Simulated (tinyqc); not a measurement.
Velocity overshoot from momentum and energy balance equations after a field step: one step, computed by the program tinyqc.

At t = 0 the field jumps from 0 to F in a uniform sample. v is the drift velocity and u = w - (3/2) k_B T the excess energy per carrier.

Problem. First four steps. dv/dt = e F/m - v/tau_m(u), du/dt = e F v - u/tau_E, tau_m(u) = tau_0/(1 + c u), tau_0 = m mu_0/e, c = mu_0/(e tau_E v_s^2); this choice gives the steady state v (1 + mu_0 F v/v_s^2) = mu_0 F, which saturates at v_s. Step: v_new = v + dt (e F/m - v/tau_m(u)), u_new = u + dt (e F v - u/tau_E). Start v = u = 0; the distance adds dt (v + v_new)/2.

Inputs (values chosen for the exercise, modelled on electrons in strained silicon except for tau_E):

| quantity | value | unit |
|---|---|---|
| energy relaxation time tau_E | 0.45 | ps |
| field after the step F | 9 | kV/cm |
| lattice temperature T | 300 | K |
| time step dt | 12 | fs |

Scheme: explicit Euler.

c = 49.58678 1/eV

tau_0 = 291.6728 fs

acceleration e F/m = 0.008331253 1e7 cm/s per fs

Give: Steps.

Solution.

Steps:

| step | t (fs) | v (1e7 cm/s) | u (eV) | tau_m (fs) |
|---|---|---|---|---|
| 1 | 12 | 0.1000 | 0 | 291.7 |
| 2 | 24 | 0.1958 | 1.080e-04 | 290.1 |
| 3 | 36 | 0.2877 | 3.166e-04 | 287.2 |
| 4 | 48 | 0.3757 | 6.189e-04 | 283.0 |

After the first step u is still 0, below the drift energy m v^2/2, because the explicit scheme uses the old v: an error of the finite time step.
